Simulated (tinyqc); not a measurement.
Regular and subregular solution with a miscibility gap. From one set of inputs to another, one input at a time. Computed by tinyqc, a small Python program. Command: `OMP_NUM_THREADS=1 python tinyqc.py 3002413 3002414 out.jsonl regsol ladder`. One thread of a shared host (Intel(R) Xeon(R) Processor @ 2.30GHz), about 0.01 s of CPU time with the checks.

Per mole of mixing sites: G(x) = x (1 - x) [L0 + L1 (1 - 2x)] + R T [x ln x + (1 - x) ln(1 - x)], x the fraction of B.

The inputs printed are set A. Inputs not listed in the table keep their values of set A, so the rows need not describe a real material.

Inputs (values chosen for the exercise, for a model alloy): interaction L0 = 12.3 kJ/mol; size misfit eta = d ln a/dx = 0.025; asymmetry L1 = 0.39 kJ/mol; temperature T = 395 K; start value s0 = 0.02.

Source of L0: given.

Constants: R = 8.314462618 J/(mol K).

Method:
- L0 and eta are given.
- The spinodal is G'' = 0, R T_s(x) = x (1 - x) [2 L0 + 6 L1 (1 - 2x)]; the critical point is its maximum.
- G' = L0 (1 - 2x) + L1 (1 - 6x + 6x^2) + R T ln[x/(1 - x)]; G'' = -2 L0 - 6 L1 (1 - 2x) + R T/[x (1 - x)].
- Common tangent: F1 = G'(x1) - G'(x2) = 0 and F2 = [G - x G'](x1) - [G - x G'](x2) = 0. Newton step: J = [[G''(x1), -G''(x2)], [-x1 G''(x1), x2 G''(x2)]], J dx = -F; a step that would leave 0 < x < 1 is halved until it stays inside. The start is x1 = s0, x2 = 1 - s0.
- Stop when the step is below 1e-12, or when x1 and x2 meet within 1e-5; residuals under 1e-7 are shown as 0.

Each row keeps all changes above it:
```
input moved              from    to  solubility limit x1  solubility limit x2  critical composition x_c
set A                       -     -            2.493e-02               0.9677                    0.4764
interaction L0 (kJ/mol)  12.3  26.7            2.627e-04               0.9997                    0.4891
temperature T (K)         395  1358            1.744e-01               0.8117                    0.4891
asymmetry L1 (kJ/mol)    0.39   2.2            1.406e-01               0.7841                    0.4408
```

Where does the difference come from?

Solubility limit x1 goes from 0.0249 to 0.141, a factor 5.64 in all. The largest single move comes from temperature T (a factor 664), and interaction L0 works against it (a factor 0.0105). Solubility limit x2 goes from 0.968 to 0.784, a factor 0.810 in all. The largest single move comes from temperature T (a factor 0.812), and interaction L0 works against it (a factor 1.03). Critical composition x_c goes from 0.476 to 0.441, a factor 0.925 in all. The largest single move comes from asymmetry L1 (a factor 0.901), and interaction L0 works against it (a factor 1.027). The single moves hold for this order of the switches; the total does not depend on the order.

Extremes, crossings and ranges named in words are read from the listed rows.
